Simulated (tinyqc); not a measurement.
Raising U: Hubbard chain of 6 sites, mean field against exact. Computed by the program tinyqc. Collinear unrestricted mean field (the lowest of 40 random starts) against exact diagonalisation.

one-body matrix (hopping and site energies) (eV):
```
,1,2,3,4,5,6
1,-0.0600,-1.4000,0.0000,0.0000,0.0000,0.0000
2,-1.4000,-0.4000,-1.4000,0.0000,0.0000,0.0000
3,0.0000,-1.4000,-0.1700,-1.4000,0.0000,0.0000
4,0.0000,0.0000,-1.4000,-0.0300,-1.4000,0.0000
5,0.0000,0.0000,0.0000,-1.4000,-0.4300,-1.4000
6,0.0000,0.0000,0.0000,0.0000,-1.4000,0.1300
```

electrons, up and down: 3  3

Exact and mean-field results (eV):
```
U,U/t,E exact,E mean field,mean |n_up - n_down|,"double occupancy, exact",first gap in the sector
0.7000,0.5000,-9.796785,-9.748759,0.0000,0.2293,1.1253
1.4000,1.0000,-8.883733,-8.690535,0.0000,0.2055,1.0055
2.8000,2.0000,-7.351836,-6.656135,0.3960,0.1599,0.8161
4.2000,3.0000,-6.179188,-5.219835,0.6697,0.1206,0.6728
5.6000,4.0000,-5.300077,-4.290558,0.8017,0.0902,0.5634
8.4000,6.0000,-4.137955,-3.244330,0.9089,0.0524,0.4152
11.2000,8.0000,-3.437610,-2.689579,0.9483,0.0330,0.3245
16.8000,12.0000,-2.662323,-2.120677,0.9769,0.0160,0.2233
28.0000,20.0000,-1.998265,-1.658714,0.9917,0.0061,0.1363
```

What does the comparison show, and why?

In absolute terms mean field is worst at U/t = 4.0, 1.010 eV too high: at small U it is nearly exact, and at large U it misses only exchange-scale energies. Its local moments set in at U/t = 2.0 of those listed, a broken symmetry that the exact state of a finite cluster with equal spins does not have. Relative to the exact energy its error is 0.5 % at the smallest U, 22 % at most and 17 % at the largest. The double occupancy falls from 0.229 to 0.006.
